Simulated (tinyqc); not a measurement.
Surface Green function of a two-leg ladder, Sancho-Rubio decimation: one step of the calculation.

A semi-infinite lead of cells 0, 1, 2, ... with H0 inside a cell and H1 = <cell i|H|cell i + 1>. One rung (site 1 on leg a, site 2 on leg b) is a cell; all hoppings enter with a minus sign. z = E + i eta.

Problem. Self-energy, Dyson check and densities of states. Sigma = H1 g_s H1^dagger is what the lead adds to one more cell, and (z - H0 - Sigma)^(-1) must give g_s back. Densities of states: -Im of the diagonals over pi.

Parameters, values chosen for the exercise:

| symbol | value | unit | meaning |
|---|---|---|---|
| E | -1.33 | eV | energy |
| eta | 0.01 | eV | broadening |

H0 (eV):
```
,1,2
1,0,-1.15
2,-1.15,0.1
```

H1 (eV):
```
,1,2
1,-1,0
2,0,-0.74
```

converged surface Green function g_s (1/eV):
```
,1,2
1,-0.22858534-0.60219836i,0.14304939-0.55775107i
2,0.14304939-0.55775107i,-0.38213209-0.52116422i
```

converged bulk Green function (1/eV):
```
,1,2
1,-0.17481763-0.30911441i,0.25318878-0.28403499i
2,0.25318878-0.28403499i,-0.36800627-0.26815568i
```

Give: Sigma; (z - H0 - Sigma)^(-1); surface density of states; bulk density of states.

Solution.

Sigma (eV):
```
,1,2
1,-0.2286-0.6022i,0.1059-0.4127i
2,0.1059-0.4127i,-0.2093-0.2854i
```

(z - H0 - Sigma)^(-1) (1/eV):
```
,1,2
1,-0.2286-0.6022i,0.1430-0.5578i
2,0.1430-0.5578i,-0.3821-0.5212i
```

```
orbital,surface density of states (1/eV),bulk density of states (1/eV)
1,0.1917,0.09839
2,0.1659,0.08536
```

Program tinyqc, `OMP_NUM_THREADS=1 python tinyqc.py 2680029 2680030 out.jsonl`; Intel Xeon 2.30GHz, shared host, one thread, about 0.07 s.
